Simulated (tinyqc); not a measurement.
Trap-assisted generation and recombination current of an abrupt junction: one step, computed by the program tinyqc.

Depletion approximation, flat quasi-Fermi levels across the depleted layer, long neutral regions with minority lifetimes tau_n and tau_p, full ionisation and Boltzmann statistics. Voltages in exponents stand for e V.

Question. Built-in voltage and diffusion current. N_c = 2 M_c (2 pi m_e k_B T/h^2)^(3/2) and N_v = 2 (2 pi m_h k_B T/h^2)^(3/2), masses in units of m_0. n_i = sqrt(N_c N_v) exp(-E_g/2 k_B T); V_bi = (k_B T/e) ln(N_A N_D/n_i^2); diffusion saturation current J_d0 = e n_i^2 [sqrt(D_n/tau_n)/N_A + sqrt(D_p/tau_p)/N_D].

Inputs (values chosen for the exercise, with bands and screening modelled on CdTe): gap E_g = 1.51 eV; electron mass m_e = 0.0945 m_0; valleys M_c = 1; hole mass m_h = 0.612 m_0; acceptor density N_A = 6.6e+16 cm^-3; donor density N_D = 1.6e+18 cm^-3; capture time tau_n = 5.3e-05 s; capture time tau_p = 1.9e-05 s; electron diffusion coefficient D_n = 49 cm^2/s; hole diffusion coefficient D_p = 4.5 cm^2/s; temperature T = 350 K.

Field enhancement: none.

Constants: k_B = 8.617333262e-05 eV/K; m_0 = 9.1093837015e-31 kg; k_B = 1.380649e-23 J/K; h = 6.62607015e-34 J s; e = 1.602176634e-19 C.

Give: k_B T; n_i; V_bi; J_d0.

Answer.

k_B T = 0.030161 eV

n_i = 5.0131e+07 cm^-3

V_bi = 1.3628 V

J_d0 = 5.9885e-18 A/cm^2

Caution: one side is doped near or above its effective density of states, so Boltzmann statistics understate V_bi.
